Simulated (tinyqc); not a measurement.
From results back to parameters: conduction-band anticrossing with a localised impurity level. Three cases, with inputs chosen for the exercise.

Problem. A host edge EM and a flat level EI are coupled by V = C sqrt(x), H = [[EM, V], [V, EI]]. EM and both levels are given.

Case 1.

Values chosen (out of a larger set: host near GaAs; not measured data): x = 0.021 (impurity fraction).
EM = 1.473360 eV

E-, E+ (eV): 1.191611  2.020749

Case 2.

Values chosen (out of a larger set: host near GaAs; not measured data): x = 0.0029 (impurity fraction).
EM = 1.518477 eV

E-, E+ (eV): 1.442292  1.821185

Case 3.

Values chosen (out of a larger set: host near InP; not measured data): x = 0.0023 (impurity fraction).
EM = 1.395941 eV

E-, E+ (eV): 1.325583  1.682358

Find: EI; V; C; host weight of E-.

Solution. The trace gives EI = E+ + E- - EM; V^2 = (EM - E-)(E+ - EM); the host weight of E- is (EI - E-)/(E+ - E-).

Case 1.

EI = 1.739 eV
V = 0.3927 eV
C = 2.71 eV
host weight of E- = 0.660

Case 2.

EI = 1.745 eV
V = 0.1519 eV
C = 2.82 eV
host weight of E- = 0.799

Case 3.

EI = 1.612 eV
V = 0.1420 eV
C = 2.96 eV
host weight of E- = 0.803

Computed by tinyqc, one run a case: `OMP_NUM_THREADS=1 python tinyqc.py N N+1 out.jsonl` with N = 1081273, 1081279, 1081323; one thread of a shared Intel(R) Xeon(R) Processor @ 2.30GHz, about 0.01 s a run at most.
